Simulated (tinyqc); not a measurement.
Inside a calculation. Method: RKS/exchange-only LDA in the sto-6g basis, for H4, spin multiplicity 1. One step of it, computed by the program tinyqc.

Question. Iteration 2: building the Kohn-Sham matrix. J_ij = sum D_kl (ij|kl); F = H + J + V_xc; E = tr D H + tr D J / 2 + E_xc + E_nn.

D after iteration 1:
```
           1H 1s      2H 1s      3H 1s      4H 1s
1H 1s   0.764798   0.764798  -0.142757  -0.142757
2H 1s   0.764798   0.764798  -0.142757  -0.142757
3H 1s  -0.142757  -0.142757   0.764798   0.764798
4H 1s  -0.142757  -0.142757   0.764798   0.764798
```

core Hamiltonian H = T + V (hartree):
```
           1H 1s      2H 1s      3H 1s      4H 1s
1H 1s  -1.419845  -0.660397  -0.312158  -0.175378
2H 1s  -0.660397  -1.419845  -0.175378  -0.312158
3H 1s  -0.312158  -0.175378  -1.419845  -0.660397
4H 1s  -0.175378  -0.312158  -0.660397  -1.419845
```

Two-electron integrals (ij|kl) in chemists' order, unique and non-zero (hartree):
```
(11|11) 0.774999   (21|11) 0.203697   (21|21) 0.075407   (22|11) 0.399974
(22|21) 0.203697   (22|22) 0.774999   (31|11) 0.081565   (31|21) 0.024462
(31|22) 0.054486   (31|31) 0.014579   (32|11) 0.035196   (32|21) 0.013606
(32|22) 0.038469   (32|31) 0.006599   (32|32) 0.003705   (33|11) 0.292837
(33|21) 0.097215   (33|22) 0.240527   (33|31) 0.081565   (33|32) 0.038469
(33|33) 0.774999   (41|11) 0.038469   (41|21) 0.013606   (41|22) 0.035196
(41|31) 0.006599   (41|32) 0.003631   (41|33) 0.035196   (41|41) 0.003705
(42|11) 0.054486   (42|21) 0.024462   (42|22) 0.081565   (42|31) 0.009795
(42|32) 0.006599   (42|33) 0.054486   (42|41) 0.006599   (42|42) 0.014579
(43|11) 0.097215   (43|21) 0.035775   (43|22) 0.097215   (43|31) 0.024462
(43|32) 0.013606   (43|33) 0.203697   (43|41) 0.013606   (43|42) 0.024462
(43|43) 0.075407   (44|11) 0.240527   (44|21) 0.097215   (44|22) 0.292837
(44|31) 0.054486   (44|32) 0.035196   (44|33) 0.399974   (44|41) 0.038469
(44|42) 0.081565   (44|43) 0.203697   (44|44) 0.774999
```

nuclear repulsion = 1.90714535 hartree

V_xc (hartree):
```
           1H 1s      2H 1s      3H 1s      4H 1s
1H 1s  -0.364931  -0.119662  -0.046990  -0.025556
2H 1s  -0.119662  -0.364931  -0.025556  -0.046990
3H 1s  -0.046990  -0.025556  -0.364931  -0.119662
4H 1s  -0.025556  -0.046990  -0.119662  -0.364931
```

E_xc = sum of w rho eps_xc = -1.08077628 hartree

Give: Coulomb J; Kohn-Sham matrix F; total energy of this density.

Answer.

Coulomb J (hartree):
```
        1H 1s   2H 1s   3H 1s   4H 1s
1H 1s  1.7069  0.6086  0.2722  0.1484
2H 1s  0.6086  1.7069  0.1484  0.2722
3H 1s  0.2722  0.1484  1.7069  0.6086
4H 1s  0.1484  0.2722  0.6086  1.7069
```

Kohn-Sham matrix F (hartree):
```
         1H 1s    2H 1s    3H 1s    4H 1s
1H 1s  -0.0778  -0.1715  -0.0869  -0.0525
2H 1s  -0.1715  -0.0778  -0.0525  -0.0869
3H 1s  -0.0869  -0.0525  -0.0778  -0.1715
4H 1s  -0.0525  -0.0869  -0.1715  -0.0778
```

total energy of this density = -1.837370 hartree
